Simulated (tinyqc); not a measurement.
Microkinetic model of a Langmuir-Hinshelwood surface reaction A + (1/2) B2 = AB with Bronsted-Evans-Polanyi barriers: one step, computed by the program tinyqc. Command: `OMP_NUM_THREADS=1 python tinyqc.py 3003771 3003772 out.jsonl microkin walk`. One thread of a shared host (Intel(R) Xeon(R) Processor @ 2.30GHz), about 0.01 s of CPU time with the checks.

A adsorbs in equilibrium; B2 dissociates irreversibly on two free sites; adsorbed A and B react irreversibly and AB leaves at once. theta_A + theta_B + theta_* = 1.

Problem. Steady state in closed form. theta_A = K_A p_A theta_*; 2 k1 p_B theta_*^2 = k2 theta_A theta_B, so theta_B = w theta_* with w = 2 k1 p_B/(k2 K_A p_A); theta_* = 1/(1 + K_A p_A + w); rate r = k2 theta_A theta_B.

Inputs (values chosen for the exercise, for a model catalyst): pressure p_A = 0.028 bar; pressure p_B = 0.011 bar; temperature T = 825 K.

K_A = 0.03935237 1/bar

k1 = 21317.72 1/(bar s)

k2 = 2536016 1/s

Give: w; theta_*; theta_A; theta_B; rate r.

Solution.

w = 0.1678

theta_* = 0.8555

theta_A = 9.426e-04

theta_B = 0.1436

rate r = 343.2 1/s per site

No single species fills the surface.
